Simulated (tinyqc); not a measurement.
Alloy A(1-x)B(x) by interpolation with bowing: one step. Shares of the electrons in the valleys. Two cases, with inputs chosen for the exercise.

Task: Non-degenerate: n_i proportional to md_i^(3/2) exp(-E_i/kT).

Constants: kB = 8.617333262e-05 eV/K.

Give: md^(3/2); (E - E_min)/kT; shares.

Case 1.

Values chosen (out of a larger set: A near AlAs, B near GaAs; not measured data): md = (0.1111, 0.94, 0.49) m0 (density-of-states masses of Gamma, all X and all L valleys); T = 77 K (temperature).

gaps (eV): Gamma 2.355337, X 2.114738, L 2.205458

Result:

md^(3/2): Gamma 0.0370, X 0.9114, L 0.3430

(E - E_min)/kT: Gamma 36.26, X 0.00, L 13.67

shares: Gamma 0.000, X 1.000, L 0.000

X holds most electrons (100.0 %).

Case 2.

Values chosen (out of a larger set: A near InAs, B near GaAs; not measured data): md = (0.0369, 0.89, 0.52) m0 (density-of-states masses of Gamma, all X and all L valleys); T = 400 K (temperature).

gaps (eV): Gamma 0.671686, X 1.277214, L 1.282406

Result:

md^(3/2): Gamma 0.0071, X 0.8396, L 0.3750

(E - E_min)/kT: Gamma 0.00, X 17.57, L 17.72

shares: Gamma 1.000, X 0.000, L 0.000

Gamma holds most electrons (100.0 %).

Computed by tinyqc, one run a case: `OMP_NUM_THREADS=1 python tinyqc.py N N+1 out.jsonl` with N = 1081260, 1081316; one thread of a shared Intel(R) Xeon(R) Processor @ 2.30GHz, about 0.01 s a run at most.
